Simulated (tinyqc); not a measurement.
Thickness from the minima: X-ray reflectivity of a thin film on silicon: critical angles, Parratt recursion, fringes and roughness. Computed by tinyqc, a small Python program. Command: `OMP_NUM_THREADS=1 python tinyqc.py 3121326 3121327 out.jsonl xrr walk`. One thread of a shared host (Intel(R) Xeon(R) Processor @ 2.30GHz), about 0.01 s of CPU time with the checks.

n = 1 - delta + i beta; the classical electron radius is r_e = 2.8179403e-6 nm. Layer 0 is vacuum, 1 the film, 2 the substrate.

Inputs (values chosen for the exercise, modelled on a porous low-k film on silicon, copper K-alpha radiation):
```
quantity                                        value     unit
wavelength lambda                             0.15406       nm
film density rho                                 1.25   g/cm^3
effective electrons per unit mass, film         0.518    mol/g
beta/delta, film                                0.011        -
film thickness d                                 27.5       nm
roughness of the surface sigma_1                 0.67       nm
roughness of the interface sigma_2               0.73       nm
substrate density                                2.33   g/cm^3
effective electrons per unit mass, substrate    0.507    mol/g
beta/delta, substrate                           0.023        -
grazing angle theta                              1.45  degrees
```

Constants: N_A = 6.02214076e+23 1/mol.

Method:
- delta = r_e lambda^2 rho_e/(2 pi), rho_e = density x electrons per mass x N_A; critical angle sqrt(2 delta), q_c = 4 sqrt(pi r_e rho_e).
- k_j = (2 pi/lambda) sqrt(sin^2 theta - 2 delta_j + 2 i beta_j); r_ij = (k_i - k_j)/(k_i + k_j) x exp(-2 k_i k_j sigma^2) (Nevot-Croce); r = (r_01 + r_12 p)/(1 + r_01 r_12 p), p = exp(2 i k_1 d); R = |r|^2.
- Far above the critical angle the period is d theta = lambda/(2 d), or 2 pi/d in q; the envelope runs between (|r_01| - |r_12 p|)^2 and (|r_01| + |r_12 p|)^2; contrast = 2 a b/(a^2 + b^2) with a = |r_01|, b = |r_12 p|; roughness factors on the amplitudes are about exp(-q^2 sigma^2/2).
- Minima of R theta^4 are located on 6001 points over 7.5 periods, from 1.15 times the larger critical angle. With refraction, sin^2(theta_m) = 2 delta + m^2 (lambda/(2 d))^2, m integer or half-integer; the first six minima are used, and the first order is the one that minimises the largest residual of the least-squares line plus the distance of its intercept from 2 delta. Without refraction, d = lambda/(2 x mean step of sin theta).

Constants:
```
layer      rho_e (1/nm^3)        delta         beta  critical angle (degrees)  q_c (1/nm)
film              389.934  4.15071e-06  4.56578e-08                  0.165082    0.235015
substrate         711.402  7.57263e-06  1.74170e-07                  0.222977    0.317437
```

period in theta = 0.160491 degrees

Minima:
```
order m  theta (degrees)  sin^2 theta
1.5               0.2933   2.6211e-05
2.5               0.4346   5.7526e-05
3.5               0.5862   1.0468e-04
4.5               0.7415   1.6748e-04
5.5               0.8988   2.4606e-04
6.5               1.0569   3.4021e-04
```

d with refraction = 27.491 nm

d without refraction = 28.904 nm

Against d = 27.5 nm the errors are -0.03 % with and +5.11 % without refraction. The orders are half-integers, as r_01 and r_12 have the same sign for a film less dense than the substrate.

Extremes, crossings and ranges named in words are read from the listed rows.
